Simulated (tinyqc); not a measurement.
Plasmons of a degenerate electron gas in the random-phase approximation: one step. Where Landau damping starts. Three cases, with inputs chosen for the exercise.

Problem. Find qc at which the plasmon meets the top of the continuum, eps(qc, c (qc^2 + 2 qc kF)/m) = 0, and compare with Ep/(hbar vF).

Zero temperature, parabolic band: kF = (3 pi^2 n)^(1/3), EF = c kF^2/m, Ep^2 = 8 pi c e2 n/(m eb), qTF^2 = 6 pi e2 n/(eb EF), c = hbar^2/2m0, e2 = e^2/(4 pi eps0), n in 1/angstrom^3 (1e-24 per 1/cm^3).

Lindhard function: eps(q, E)/eb = 1 + (qTF/q)^2 (f1 + i f2) with z = q/(2 kF), u = E/(hbar vF q), hbar vF = 2 c kF/m; f1 = 1/2 + [h(z - u) + h(z + u)]/(8 z), h(x) = (1 - x^2) ln|(x + 1)/(x - 1)|; f2 = pi u/2 for z + u < 1, (pi/(8 z))(1 - (z - u)^2) for |z - u| < 1 < z + u, else 0. Pairs exist for c (q^2 - 2 q kF)/m < E < c (q^2 + 2 q kF)/m.

Constants: hbar^2/2m0 = 3.80998211 eV angstrom^2; e^2/(4 pi eps0) = 14.39964547 eV angstrom.

Case 1.

Values chosen (out of a larger set: a free-electron density near that of Al; not measured data): n = 1.8e+23 1/cm^3 (electron density); m = 1 m0 (mass); eb = 1 (background dielectric constant).

Case 2.

Values chosen (out of a larger set: a free-electron density near that of Na; not measured data): n = 2.62e+22 1/cm^3 (electron density); m = 1 m0 (mass); eb = 1 (background dielectric constant).

Case 3.

Values chosen (out of a larger set: mass and background constant near those of GaAs; polar phonons, which mix with the plasmon in the real crystal, and the rise of the mass with filling are left out; not measured data): n = 8.8e+18 1/cm^3 (electron density); m = 0.068 m0 (mass); eb = 10.6 (background dielectric constant).

Give: qc; qc/kF; energy there; Ep/(hbar vF).

Solution.

Case 1.

qc = 1.292 1/angstrom
qc/kF = 0.739
energy there = 23.55 eV
Ep/(hbar vF) = 1.184 1/angstrom

The simple estimate is 0.916 times qc.

Case 2.

qc = 0.8644 1/angstrom
qc/kF = 0.941
energy there = 8.898 eV
Ep/(hbar vF) = 0.8584 1/angstrom

The simple estimate is 0.993 times qc.

Case 3.

qc = 0.02418 1/angstrom
qc/kF = 0.379
energy there = 205.8 meV
Ep/(hbar vF) = 0.01813 1/angstrom

The simple estimate is 0.750 times qc.

Computed by tinyqc, one run a case: `OMP_NUM_THREADS=1 python tinyqc.py N N+1 out.jsonl` with N = 1652373, 1652417, 1652640; one thread of a shared Intel(R) Xeon(R) Processor @ 2.30GHz, about 0.01 s a run at most.
